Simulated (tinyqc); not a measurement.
Inside a calculation. Model: shallow acceptor in the spherical model (Baldereschi-Lipari), strong spin-orbit limit. Computed by tinyqc, a small Python program that keeps every step. Command: `OMP_NUM_THREADS=1 python tinyqc.py 3017480 3017481 out.jsonl acceptor walk`. One thread of a shared host (Intel(R) Xeon(R) Processor @ 2.30GHz), about 0.01 s of CPU time with the checks. Intermediate numbers are printed to about 6 digits and carried at full precision; extremes and crossings named in words are read from the listed rows.

The 1S(3/2) state has an s envelope f(r) and a d envelope g(r). In effective units they obey -(f'' + 2f'/r + 2f/r) + mu (g'' + 5g'/r + 3g/r^2) = E f and -(g'' + 2g'/r - 6g/r^2 + 2g/r) + mu (f'' - f'/r) = E g. The cubic term, the split-off band and the central cell are left out.

Inputs (values chosen for the exercise, modelled on silicon):
```
quantity,value,unit
Luttinger gamma_1,4.26,-
Luttinger gamma_2,0.327,-
Luttinger gamma_3,1.46,-
dielectric constant eps,11.4,-
spin-orbit gap Delta_so,42.9,meV
functions per channel n,1,-
smallest exponent zeta_1,1.1,1/a*
ratio beta of exponents,2.3,-
```

Constants: Ry = 13.605693123 eV; a_0 = 0.529177210903 angstrom.

## Effective units and couplings

Ry* = Ry/(gamma_1 eps^2), a* = a_0 eps gamma_1, mu = (6 gamma_3 + 4 gamma_2)/(5 gamma_1), delta = (gamma_3 - gamma_2)/gamma_1; spherical masses 1/(gamma_1 (1 - mu)) (heavy) and 1/(gamma_1 (1 + mu)) (light).

Ry* = 24.5754 meV

a* = 25.6990 angstrom

mu = 0.472676

delta = 0.265962

heavy-hole mass = 0.445157 m_0

light-hole mass = 0.159398 m_0

Caution: gamma_3 and gamma_2 differ by more than 0.17 gamma_1: band warping, left out here, adds several per cent to the binding.

## Matrices in a small basis

zeta_i = zeta_1 beta^(i-1), i = 1..n, in both channels. Basis: f_i = exp(-zeta_i r), g_i = r exp(-zeta_i r), weight r^2 dr, s = zeta_i + zeta_j. S_ff = 2/s^3, H_ff = zeta_i zeta_j S_ff - 2/s^2; S_gg = 24/s^5, H_gg = 8/s^3 + 24 zeta_i zeta_j/s^5 - 12/s^4; H(f_i, g_j) = mu (6 zeta_i^2/s^4 + 2 zeta_i/s^3); S_fg = 0. Each function is normalised by sqrt(S_ii).

H (Ry*):
```
,f1,g1
f1,-0.99,0.825521
g1,0.825521,1.72333
```

S:
```
,f1,g1
f1,1,0
g1,0,1
```

## Lowest level in the small basis

H c = E S c with c^T S c = 1 and the largest component positive; the d weight is the part of the norm in g.

E = -1.22142 Ry*

coefficients: f1 0.962880, g1 -0.269930

d weight = 0.0728622

## Converged levels

Large basis: zeta_i = 0.08 x 1.55^(i-1), i = 1..20 in each channel; overlap eigenvalues below 1e-11 are dropped. Binding energies are -E Ry*; the mass that fits is E(1S) eps^2/Ry.

1S(3/2) binding in Ry* = 1.25777

1S(3/2) binding energy = 30.9103 meV

2S(3/2) binding energy = 8.44203 meV

d weight of 1S(3/2) = 0.0977265

Hydrogenic mass that fits = 0.295251 m_0

The small basis recovers 97.1 % of the binding. The ratio 2S/1S is 0.273 against the hydrogenic 0.25. The fitted mass is 66 % of the heavy-hole mass. Caution: the binding exceeds a fifth of the spin-orbit gap Delta_so, so the split-off band, left out, matters.

## One mass for the acceptor?

Hydrogenic binding Ry m/eps^2; the density-of-states mass is (m_H^(3/2) + m_L^(3/2))^(2/3); errors are against the large basis.

1S binding energy:
```
mass,value (m_0),binding (meV),error (%)
light hole,0.159398,16.6876,-46.0127
1/gamma_1,0.234742,24.5754,-20.4942
mean of heavy and light,0.302277,31.6458,2.3797
heavy hole,0.445157,46.6041,50.7722
density of states,0.506667,53.0436,71.6053
```

The coupled result, 30.91 meV, lies between the 1/gamma_1 value (no coupling) and the heavy-hole value; the closest single rule here is "mean of heavy and light", off by +2.4 %.

## Binding against mu

The formulas are those given above.

1S(3/2):
```
mu,binding (Ry*),d weight,binding x (1 - mu)
0.10,1.00907,0.004236,0.908167
0.14,1.01796,0.008315,0.875445
0.28,1.07637,0.033555,0.774984
0.47,1.25404,0.096586,0.664643
0.50,1.29854,0.109789,0.649270
0.80,2.58020,0.298280,0.516040
0.90,4.76833,0.388180,0.476833
0.95,9.14465,0.440016,0.457233
```

The binding grows from 1.009 to 9.14 Ry*, slowly at first (second order in mu), while the d weight rises to 0.44. The last column, the binding in units of the heavy-hole Rydberg, falls to 0.457, towards about 0.44 as mu tends to 1.

Checks made by the program: mu = 0 against hydrogen, 1 and 1/4 (relative difference 4e-06); the coupling element from the adjoint operator (relative difference below 1e-10).
